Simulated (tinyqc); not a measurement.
Capacitance measurement on a leaky thin oxide: effects of series resistance and leakage: one step of the calculation.

The device is a capacitance C in parallel with a leakage conductance G, in series with Rs and Ls. An impedance meter reports either a parallel pair (Cp, Gp) from Y = 1/Z = Gp + i w Cp or a series pair (Cs, Rm) from Z = Rm + 1/(i w Cs); w = 2 pi f, dissipation D = Gp/(w |Cp|).

Task. True capacitance and conductance. EOT = 3.9 tox/eox; CET = EOT + zc + zp; C = 3.9 eps0 A/CET; G = Jg A/Vs.

Inputs (values chosen for the exercise); values of the order met in thin-oxide MOS capacitors:
```
symbol,value,unit,meaning
eox,25.6,,relative permittivity of the gate insulator (close to zirconium oxide)
tox,4.2,nm,insulator thickness
A,10000,um^2,gate area
zc,0.4,nm,oxide-equivalent thickness added by the accumulation layer
zp,0,nm,oxide-equivalent thickness added by gate depletion
Jg,0.28,A/cm^2,"gate leakage current density, not matched to the thickness"
Vs,0.41,V,voltage for an e-fold rise of the leakage
```

Constants: eps0 = 8.8541878128e-14 F/cm where lengths are in cm. Results are converted to the units shown.

Wanted: EOT; CET; C; G.

Result.

EOT = 0.63984 nm
CET = 1.0398 nm
C = 332.08 pF
G = 68.293 uS

Computed by the program tinyqc: `OMP_NUM_THREADS=1 python tinyqc.py 2022046 2022047 out.jsonl`, one thread of a shared Intel Xeon 2.30GHz, about 0.01 s for the whole run.
